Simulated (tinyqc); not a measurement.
# Capacitance measurement on a leaky thin oxide: effects of series resistance and leakage: readings against frequency

The device is a capacitance C in parallel with a leakage conductance G, in series with Rs and Ls. An impedance meter reports either a parallel pair (Cp, Gp) from Y = 1/Z = Gp + i w Cp or a series pair (Cs, Rm) from Z = Rm + 1/(i w Cs); w = 2 pi f, dissipation D = Gp/(w |Cp|).

EOT = 3.9 tox/eox; CET = EOT + zc + zp; C = 3.9 eps0 A/CET; G = Jg A/Vs. Z = Rs + i w Ls + 1/(G + i w C); CET read from Cp = 3.9 eps0 A/Cp; errors under 0.001 % are printed as 0.

Parameters, values chosen for the exercise; values of the order met in thin-oxide MOS capacitors:
```
symbol,value,unit,meaning
eox,25,,relative permittivity of the gate insulator (close to zirconium oxide)
tox,9.6,nm,insulator thickness
A,10000,um^2,gate area
zc,0.59,nm,oxide-equivalent thickness added by the accumulation layer
zp,0,nm,oxide-equivalent thickness added by gate depletion
Jg,0.00012,A/cm^2,"gate leakage current density, not matched to the thickness"
Vs,0.21,V,voltage for an e-fold rise of the leakage
Rs,15,ohm,series resistance
Ls,68,nH,series inductance
```

Constants: eps0 = 8.8541878128e-14 F/cm where lengths are in cm. Results are converted to the units shown.

The same in every row: C (pF) = 165.41.

Readings against frequency:

| f (Hz) | Cp (pF) | Cs (pF) | D | error of Cp (%) | error of Cs (%) | CET read from Cp (nm) |
|---|---|---|---|---|---|---|
| 1000 | 165.41 | 165.91 | 0.054997 | 0 | 0.302 | 2.0876 |
| 3000 | 165.41 | 165.47 | 0.018374 | 0 | 0.0336 | 2.0876 |
| 10000 | 165.41 | 165.42 | 0.0056540 | 0 | 3.03e-3 | 2.0876 |
| 30000 | 165.41 | 165.41 | 0.0023004 | 0 | 0 | 2.0876 |
| 1e5 | 165.41 | 165.41 | 0.0021088 | 0 | 0 | 2.0876 |
| 3e5 | 165.41 | 165.42 | 0.0048604 | 1.64e-3 | 4.00e-3 | 2.0876 |
| 1e6 | 165.44 | 165.49 | 0.015652 | 0.0199 | 0.0444 | 2.0872 |
| 3e6 | 165.71 | 166.08 | 0.046975 | 0.180 | 0.401 | 2.0838 |
| 1e7 | 168.61 | 173.10 | 0.16315 | 1.93 | 4.65 | 2.0480 |
| 3e7 | 171.46 | 275.52 | 0.77903 | 3.66 | 66.6 | 2.0139 |

What does the comparison show?

D goes from 0.0550 through a minimum of 0.00211 (at f = 1e5 Hz among the rows listed) to 0.779; without inductance its minimum lies at f = sqrt(G (1 + G Rs)/Rs)/(2 pi C) = 59400 Hz. The error of Cp goes from 0 to 3.66 % and that of Cs from 0.302 to 66.6 %; at low frequency Cp tends to C/(1 + G Rs)^2 and Cs grows as 1 + (G/(w C))^2. One of the two readings is within 2 % of C for f = 1000, 3000, 10000, 30000, 1e5, 3e5, 1e6, 3e6, 1e7 Hz. At the highest frequencies Ls raises both readings, by about w^2 Ls C in relative terms.

Program tinyqc, `OMP_NUM_THREADS=1 python tinyqc.py 2022026 2022027 out.jsonl`; Intel Xeon 2.30GHz, shared host, one thread, about 0.01 s.
